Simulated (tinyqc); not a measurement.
# Six-transistor SRAM cell, nodal equations and margins: effect of the gain factor of the pull-up transistor

Two cross-coupled inverters (pull-down bn, pull-up bp) hold the nodes Q and QB; access transistors (ba, threshold VTn, gate on the word line at Vdd when selected) join them to the bit lines. Transistor (EKV form, voltages against the body): I = 2 n b Vt^2 [F(vp - Vs) - F(vp - Vd)] from drain to source, F(v) = ln^2(1 + exp(v/(2 Vt))), vp = (Vg - VT + sg |Vd - Vs|)/n. n-channel bodies are at 0; for the p-channel device all voltages are counted down from Vdd. b in uA/V^2 gives I in uA. For an access transistor the bit line is the drain and the node the source. In a read both bit lines are at Vdd. The cell is symmetric (no mismatch).

f(x) is the node voltage of one half-cell for input x: In = Ip in hold, In = Ip + Ia in a read. Static noise margin: side of the largest square between the curve (x, f(x)) and its mirror image (f(y), y); with h(c) the root x of f(x) - x = c, it is the maximum over c > 0 of h(c) - h(-c) + c. Q is the low node in a read and Iread the current of its access transistor. The write trip is the voltage to which the bit line of the high node must fall (the other staying at Vdd) for that state to vanish; higher is easier, and a negative value means that a grounded bit line does not write.

Parameters, values chosen for the exercise:
- T = 250 K (temperature)
- Vdd = 1.2 V (supply voltage)
- n = 1.25 (slope factor)
- sg = 0.097 (drain-induced barrier lowering)
- VTn = 0.27 V (n-channel threshold)
- VTp = 0.27 V (p-channel threshold (magnitude))
- bn = 470 uA/V^2 (gain factor of the pull-down transistor)
- ba = 240 uA/V^2 (gain factor of the access transistor)

Constants: q = 1.602176634e-19 C, kB = 1.380649e-23 J/K, Vt = kB T/q. Results are converted to the units shown.

Effect of the gain factor of the pull-up transistor:
```
bp (uA/V^2)  hold margin (mV)  read margin (mV)  Q in a read (mV)  Iread (uA)  write trip (mV)
78                      343.7             132.8             165.5       65.09            473.6
110                     354.6             153.5             165.3       65.14            419.1
160                     364.8             176.7             165.1       65.18            349.5
230                     372.5             199.2             165.0       65.21            270.2
330                     377.2             220.9             164.9       65.22            177.7
470                     378.8             240.5             164.9       65.24            71.75
```

What does the comparison show?

As bp goes from 78 to 470 uA/V^2, the read margin rises from 133 to 241 mV, the write trip falls from 474 to 71.8 mV and Iread stays near 65.2 uA. The read margin is 0.39 of the hold margin in the first row and 0.63 in the last. Read stability and write ability pull in opposite directions.

tinyqc, about 0.1 s, one thread, Intel Xeon 2.30GHz (shared host): `OMP_NUM_THREADS=1 python tinyqc.py 2340003 2340004 out.jsonl`
